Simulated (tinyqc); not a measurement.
Inside a calculation. Model: nanowire ballistic transistor, top-of-the-barrier model.

Computed by the program tinyqc: `OMP_NUM_THREADS=1 python tinyqc.py 2400045 2400046 out.jsonl`, one thread of a shared Intel Xeon 2.30GHz, about 0.04 s for the whole run. Printed values are rounded.

At the top of the source barrier, states moving towards the drain are filled by the source (Fermi level 0) and states moving back by the drain (Fermi level -q Vd); nothing scatters. U is the shift of the band edge there, set by the capacitances CG, CD and CS (the total) and by the charge. Parabolic one-dimensional subband; the source is grounded.

Inputs (values chosen for the exercise); mass and valleys close to those of germanium:
```
symbol  value  unit                                                                 meaning
T         400     K                                                             temperature
m       0.121    m0                                                          effective mass
gv          4                                                             valley degeneracy
eox         9                                   relative permittivity of the gate insulator
tox       2.1    nm                                                     insulator thickness
d           2    nm                                                           wire diameter
aG       0.75                                                            gate control CG/CS
aD      0.102                                                           drain control CD/CS
E0       0.25    eV  band edge at the barrier top above the source Fermi level at zero bias
Vg       0.74     V                                                            gate voltage
Vd        0.2     V                                                           drain voltage
```

Constants: q = 1.602176634e-19 C, kB = 1.380649e-23 J/K, hbar = 1.054571817e-34 J s, h = 6.62607015e-34 J s, m0 = 9.1093837015e-31 kg, Vt = kB T/q, eps0 = 8.8541878128e-14 F/cm where lengths are in cm. Results are converted to the units shown.

## Density of states, capacitances and charge at zero bias

N0 = gv sqrt(2 m kB T/pi)/hbar, CG = 2 pi eps0 eox/ln(1 + 2 tox/d), CS = CG/aG, n0 = n at U = 0 and Vd = 0. eta1 = -(E0 + U)/Vt, eta2 = eta1 - Vd/Vt, n = (N0/2)[F_(-1/2)(eta1) + F_(-1/2)(eta2)], F_(-1/2)(x) = (1/sqrt(pi)) int_0^infinity u^(-1/2)/(1 + exp(u - x)) du. UL = -(aG Vg + aD Vd).

N0 = 7.466769e6 cm^-1
CG = 4.425416 pF/cm
CS = 5.900555 pF/cm
n0 = 5285.109 cm^-1
UL = -0.5754 eV

## Iteration 1: self-consistent potential at the barrier top

U at the start (U = UL) = -0.5754 eV

eta1 = -(E0 + U)/Vt, eta2 = eta1 - Vd/Vt, n = (N0/2)[F_(-1/2)(eta1) + F_(-1/2)(eta2)], F_(-1/2)(x) = (1/sqrt(pi)) int_0^infinity u^(-1/2)/(1 + exp(u - x)) du. U(out) = UL + q (n - n0)/CS. U(new) = U + 0.2 (U(out) - U).

eta1 = 9.440275
eta2 = 3.638016
n = 2.061370e7 cm^-1
U(out) = -0.01582008 eV
U after iteration 1 = -0.4634840 eV

## Iteration 2: self-consistent potential at the barrier top

As before.

eta1 = 6.193448
eta2 = 0.3911887
n = 1.319763e7 cm^-1
U(out) = -0.2171885 eV
U after iteration 2 = -0.4142249 eV

## Course of the iteration: self-consistent potential at the barrier top

Stop when U changes by less than 1e-9 eV, or after 90 iterations.

Course of the iteration:
```
iteration      U (eV)  |change| (eV)
1          -0.4634840          0.112
2          -0.4142249         0.0493
3          -0.3918717         0.0224
4          -0.3802453         0.0116
5          -0.3739372        6.31e-3
6          -0.3704681        3.47e-3
7          -0.3685507        1.92e-3
8          -0.3674888        1.06e-3
9          -0.3669001        5.89e-4
...               ...            ...
24         -0.3661669        8.56e-8
25         -0.3661668        4.75e-8
26         -0.3661668        2.64e-8
27         -0.3661668        1.46e-8
28         -0.3661668        8.12e-9
29         -0.3661668        4.50e-9
30         -0.3661668        2.50e-9
31         -0.3661668        1.39e-9
32         -0.3661668       7.69e-10
```

Converged in 32 iterations. At the end each change is about 0.55 times the one before: linear convergence.

## Current, mean velocity and share of the gate voltage

converged U = -0.3661668 eV

N0 = gv sqrt(2 m kB T/pi)/hbar, CG = 2 pi eps0 eox/ln(1 + 2 tox/d), CS = CG/aG, n0 = n at U = 0 and Vd = 0. eta1 = -(E0 + U)/Vt, eta2 = eta1 - Vd/Vt, n = (N0/2)[F_(-1/2)(eta1) + F_(-1/2)(eta2)], F_(-1/2)(x) = (1/sqrt(pi)) int_0^infinity u^(-1/2)/(1 + exp(u - x)) du. I = gv (2 q^2/h) Vt [ln(1 + exp eta1) - ln(1 + exp eta2)]. Mean velocity I/(q n). CQ = (q/Vt) dn/d(eta1); the band edge follows the gate as -dU/dVg = aG/(1 + CQ/CS).

eta1 = 3.370149
n = 7.711003e6 cm^-1
I = 35.46444 uA
mean velocity = 2.870595e7 cm/s
CQ = 7.231417 pF/cm
-dU/dVg = 0.3369956 eV/V

The carriers from the source are degenerate (eta1 = 3.37), and the mean velocity is 1.61 times vT = sqrt(2 kB T/(pi m)) = 1.79e7 cm/s.
